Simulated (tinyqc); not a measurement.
Bond unit of a tetrahedral oxide and its oxygen vacancy in tight binding: one step. Levels, weights and charge. Two cases, with inputs chosen for the exercise.

Problem. Diagonalise; the four lowest levels are filled. The excess of electrons on oxygen is twice the oxygen weight of the filled levels less 6.

Give: levels; weights; highest filled to lowest empty; excess electrons on oxygen.

Case 1.

H (eV):
```
           h1         h2           s          px          py          pz
h1  -9.452500          0   -5.624951    7.493596           0    2.291022
h2          0  -9.452500   -5.624951   -7.493596           0    2.291022
s   -5.624951  -5.624951  -33.900000           0           0           0
px   7.493596  -7.493596           0  -16.780000           0           0
py          0          0           0           0  -16.780000           0
pz   2.291022   2.291022           0           0           0  -16.780000
```

Solution.

levels (eV): -36.3048  -24.3292  -17.6483  -16.7800  -6.1794  -1.9033

weights:
```
    level 1  level 2  level 3  level 4  level 5  level 6
h1    0.042    0.168    0.033    0.000    0.425    0.332
h2    0.042    0.168    0.033    0.000    0.425    0.332
s     0.914    0.000    0.016    0.000    0.070    0.000
px    0.000    0.663    0.000    0.000    0.000    0.337
py    0.000    0.000    0.000    1.000    0.000    0.000
pz    0.002    0.000    0.918    0.000    0.079    0.000
```

highest filled to lowest empty = 10.6006 eV
excess electrons on oxygen = 1.028

The highest filled level is the py orbital of oxygen (100 %) and the lowest empty one is 85 % cation hybrid, even under exchange of the two cations. The spacing is that of an isolated unit and exceeds the gap of the solid.

Case 2.

H (eV):
```
           h1         h2           s          px          py          pz
h1  -9.322500          0   -5.624951    7.635155           0    1.762715
h2          0  -9.322500   -5.624951   -7.635155           0    1.762715
s   -5.624951  -5.624951  -34.090000           0           0           0
px   7.635155  -7.635155           0  -16.880000           0           0
py          0          0           0           0  -16.880000           0
pz   1.762715   1.762715           0           0           0  -16.880000
```

Solution.

levels (eV): -36.4503  -24.5411  -17.4034  -16.8800  -6.4388  -1.6614

weights:
```
    level 1  level 2  level 3  level 4  level 5  level 6
h1    0.040    0.167    0.021    0.000    0.439    0.333
h2    0.040    0.167    0.021    0.000    0.439    0.333
s     0.918    0.000    0.010    0.000    0.073    0.000
px    0.000    0.665    0.000    0.000    0.000    0.335
py    0.000    0.000    0.000    1.000    0.000    0.000
pz    0.001    0.000    0.949    0.000    0.050    0.000
```

highest filled to lowest empty = 10.4412 eV
excess electrons on oxygen = 1.085

The highest filled level is the py orbital of oxygen (100 %) and the lowest empty one is 88 % cation hybrid, even under exchange of the two cations. The spacing is that of an isolated unit and exceeds the gap of the solid.

Computed by tinyqc, one run a case: `OMP_NUM_THREADS=1 python tinyqc.py N N+1 out.jsonl` with N = 1482623, 1482716; one thread of a shared Intel(R) Xeon(R) Processor @ 2.30GHz, about 0.01 s a run at most.
